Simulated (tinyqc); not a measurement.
Oxide trap near a transistor channel: two-state multiphonon kinetics, telegraph noise and bias instability: one step, computed by the program tinyqc.

An n-channel device under positive gate bias. The trap is empty (state 1) or holds an electron (state 2); both states are parabolas of equal curvature, and the electron reservoir is taken at the Fermi level of the channel.

Task: Step height and noise. Charge-sheet step dV = e (t_ox - x)/(eps_ox eps_0 W L); Lorentzian spectrum S(f) = 4 dV^2 tau_0^2/((tau_c + tau_e)(1 + (2 pi f tau_0)^2)); corner 1/(2 pi tau_0); variance dV^2 f_2 (1 - f_2) = dV^2 tau_0/(tau_c + tau_e).

Inputs (values chosen for the exercise, with an insulator like Al2O3 on silicon):

| quantity | value | unit |
|---|---|---|
| insulator constant eps_ox | 8.92 | - |
| insulator thickness t_ox | 5.9 | nm |
| trap depth x from the interface | 2.7 | nm |
| temperature T | 200 | K |
| channel width W | 220 | nm |
| channel length L | 120 | nm |
| frequency f | 20 | Hz |

Parts treated: one trap and an ensemble.

tau_0 = 6957848 s

capture time tau_c = 2.310329e+09 s

emission time tau_e = 6978865 s

Constants: e = 1.602176634e-19 C; eps_0 = 8.8541878128e-12 F/m.

Give: threshold step dV; corner frequency; S(f); root-mean-square noise.

Result:

threshold step dV = 0.24589 mV

corner frequency = 2.2874e-08 Hz

S(f) = 6.6091e-21 V^2/Hz

root-mean-square noise = 0.013474 mV

f lies above the corner, on the 1/f^2 tail. Random dopants and current percolation, left out here, spread real steps around this value.
